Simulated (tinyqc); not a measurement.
What moves the results: recursion (Haydock) method for the local density of states: bulk site of a cubic lattice. A value that a table varies takes the place of the one given here.

One orbital a site at energy 0, hopping -t to the 6 nearest neighbours of a cubic lattice; the start u0 is a site in the bulk, with energy V. Recursion: a_n = <u_n|H|u_n>, b_(n+1) u_(n+1) = (H - a_n) u_n - b_n u_(n-1), b > 0. G(z) = 1/(z - a0 - b1^2/(z - a1 - b2^2/(...))), z = E + i eta. After n levels the tail is b_n^2 T with the square-root terminator T = (z - sqrt(z - 2b) sqrt(z + 2b))/(2 b^2), b = 3t so that the band edges lie at -/+ 6t.

Reference: the closed form for a chain (bulk 1/sqrt(z^2 - 4t^2), end site (z - sqrt(z^2 - 4t^2))/(2t^2)), averaged over 400 points (j + 1/2) pi/400 in each remaining direction with z shifted by 2t cos k, then G/(1 - V G).

Parameters, chosen for this exercise:
- t = 1.45 eV (hopping)
- V = 0 eV (shift of the starting site)
- eta = 0.072 eV (broadening)
- n = 6 (levels kept)
- E = 4.82 eV (energy)

## How many levels, and whether to terminate

Energies as fractions of the half width 6t.

Density (1/eV):

| fraction | E (eV) | 2 levels | 4 levels | 7 levels | 7, no terminator | reference |
|---|---|---|---|---|---|---|
| -1.10 | -9.570 | 0.0006 | 0.0006 | 0.0006 | 0.0006 | 0.0006 |
| -0.90 | -7.830 | 0.0142 | 0.0154 | 0.0147 | 0.0186 | 0.0148 |
| -0.60 | -5.220 | 0.0422 | 0.0389 | 0.0391 | 0.0054 | 0.0397 |
| -0.35 | -3.045 | 0.0746 | 0.0815 | 0.0820 | 0.8782 | 0.0832 |
| -0.15 | -1.305 | 0.1002 | 0.0990 | 0.0998 | 0.0066 | 0.0975 |
| 0.00 | 0.000 | 0.1080 | 0.0984 | 0.0951 | 1.3954 | 0.0974 |
| 0.15 | 1.305 | 0.1002 | 0.0990 | 0.0998 | 0.0066 | 0.0975 |
| 0.35 | 3.045 | 0.0746 | 0.0815 | 0.0820 | 0.8782 | 0.0832 |
| 0.60 | 5.220 | 0.0422 | 0.0389 | 0.0391 | 0.0054 | 0.0397 |
| 0.90 | 7.830 | 0.0142 | 0.0154 | 0.0147 | 0.0186 | 0.0148 |
| 1.10 | 9.570 | 0.0006 | 0.0006 | 0.0006 | 0.0006 | 0.0006 |

Largest errors against the reference: 0.0106 (2 levels), 0.0018 (4), 0.0023 (7) and 1.298 without terminator, which leaves seven broadened spikes in place of a band. With seven levels the error is largest at E = -1.30 and 1.30 eV. The error does not fall at every step in the number of levels.

## What each setting does

G at z = E + i eta with n levels and terminator. Each row changes one parameter from the base and keeps the others.

Results:

| case | Re G (1/eV) | density (1/eV) |
|---|---|---|
| base | 0.2009 | 0.0441 |
| t = 1.595 eV | 0.1874 | 0.0462 |
| V = 0.5 eV | 0.2102 | 0.0542 |
| n = 7 | 0.2008 | 0.0438 |
| E = 5.11 eV | 0.1974 | 0.0405 |
| eta = 0.144 eV | 0.1978 | 0.0444 |

The largest shifts from the base row, up to three for each result and ties (the steps differ in size, so this ranks the rows, not the parameters). Re G (1/eV): t -0.0135, V +0.0093, E -0.0035. density (1/eV): V +0.0101, E -0.0037, t +0.0021.

Run: tinyqc, `OMP_NUM_THREADS=1 python tinyqc.py 1452143 1452144 out.jsonl`; Intel(R) Xeon(R) Processor @ 2.30GHz, one thread, shared host; about 0.1 s of CPU time with all checks.
